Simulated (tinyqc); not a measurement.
Against doping: dopants and charged point defects at anneal temperature: Fermi-level effect, clustering and pairing. Computed by tinyqc, a small Python program. Command: `OMP_NUM_THREADS=1 python tinyqc.py 3023952 3023953 out.jsonl pairing walk`. One thread of a shared host (Intel(R) Xeon(R) Processor @ 2.30GHz), about 0.03 s of CPU time with the checks.

Boltzmann statistics and full ionisation of active dopants. Energies are counted from the valence band; the defect (a vacancy or self-interstitial) has five charge states, with all degeneracy factors one.

Inputs (values chosen for the exercise, with bands modelled on silicon):
```
quantity                                         value   unit
gap at 0 K E_g0                                   1.18     eV
Varshni alpha                                 0.000487   eV/K
Varshni beta                                       639      K
electron mass m_e                                0.321    m_0
valleys M_c                                          6      -
hole mass m_h                                    0.825    m_0
anneal temperature T                               970      K
total dopant density N                         1.3e+20  cm^-3
formation enthalpy of the neutral defect H_f      3.03     eV
formation entropy S_f                              9.3    k_B
site density N_s                               3.4e+22  cm^-3
dopant atoms per cluster k                           4      -
cluster binding energy E_b                        1.74     eV
```

Dopant: acceptor. Second part: clustering of the dopant.

defect levels as fractions of E_g(T): (2+/+), (+/0), (0/-), (-/2-): 0.11  0.19  0.37  0.71

Constants: m_0 = 9.1093837015e-31 kg; k_B = 1.380649e-23 J/K; h = 6.62607015e-34 J s; k_B = 8.617333262e-05 eV/K.

Method:
- E_g = E_g0 - alpha T^2/(T + beta).
- N_c = 2 M_c (2 pi m_e k_B T/h^2)^(3/2) and N_v = 2 (2 pi m_h k_B T/h^2)^(3/2), masses in units of m_0.
- n_i = sqrt(N_c N_v) exp(-E_g/2 k_B T); E_i = E_g/2 + (k_B T/2) ln(N_v/N_c).
- p = A/2 + sqrt(A^2/4 + n_i^2) for an active density A.
- k ionised dopants and k carriers form one neutral cluster: C = N_s (A/N_s)^k (p/N_b)^k exp(E_b/k_B T), N_b the effective density of states of the majority band, and N = A + k C (60 bisections in ln A between ln N - 90 and ln N).
- chi = n/n_i (for acceptors n_i/p); E_F = E_i + k_B T ln chi; field enhancement h = 1 + A/sqrt(A^2 + 4 n_i^2).
- C_0 = N_s exp(S_f/k_B) exp(-H_f/k_B T). Ratios to the neutral state at E_F = E_i: r_+ = exp((E(+/0) - E_i)/k_B T), r_2+ = r_+ exp((E(2+/+) - E_i)/k_B T), r_- = exp((E_i - E(0/-))/k_B T), r_2- = r_- exp((E_i - E(-/2-))/k_B T); at other E_F state q scales as chi^(-q). The enhancement is sum r_q chi^(-q)/sum r_q. The charge on the defects is left out of neutrality.
- chi = n/n_i; h = 1 + A/sqrt(A^2 + 4 n_i^2); the dopant diffusivity over its intrinsic value is D/D_i = enhancement x h x A/N, if every charge state carries the dopant equally well.

E_g = 0.895215 eV

k_B T = 0.0835881 eV

n_i = 6.23348e+17 cm^-3

E_i = 0.431900 eV

effective density of states N_b of the majority band = 1.09327e+20 cm^-3

neutral defects C_0 = 6.72365e+10 cm^-3

Charge states:
```
state      ratio r  intrinsic (cm^-3)  doped (cm^-3)
2+     8.07925e-04        5.43221e+07    4.36316e+11
+      4.36249e-02        2.93319e+09    2.62877e+11
0      1.00000e+00        6.72365e+10    6.72365e+10
-      3.33461e+00        2.24208e+11    2.50172e+09
2-     2.91524e-01        1.96011e+10    2.44037e+06
```

Trend at the anneal temperature:
```
N (cm^-3)  active A (cm^-3)      chi  defect enhancement  mean charge   D/D_i
1.90e+16         1.9000e+16  0.98488              0.9875      -0.8247  1.0025
6.20e+16         6.2000e+16  0.95150              0.9600      -0.8148  1.0076
2.00e+17         2.0000e+17  0.85236              0.8792      -0.7823  1.0185
6.70e+17         6.7000e+17  0.59784              0.6794      -0.6695  1.0010
2.20e+18         2.2000e+18  0.26365              0.4446      -0.3520  0.8314
7.30e+18         7.3000e+18  0.08478              0.4093       0.2367  0.8128
2.40e+19         2.3916e+19  0.02605              0.8463       1.0042  1.6856
7.90e+19         4.9731e+19  0.01253              2.0697       1.4200  2.6054
2.60e+20         6.3112e+19  0.00988              2.9405       1.5255  1.4274
```

What does the comparison show, and why?

Well below n_i = 6.23e17 cm^-3 chi and the enhancement are near 1. At any doping d ln(enhancement)/d ln chi equals minus the mean charge, which goes from -0.82 to +1.53 over the rows. The defect density first falls, because doping removes the states with the sign of the ionised dopant before it feeds the opposite ones. Clustering bends A over: its exponent in N falls to 0.20, towards 1/(2k) = 0.125, and D/D_i peaks at N = 7.9e19 cm^-3.

Extremes, crossings and ranges named in words are read from the listed rows.
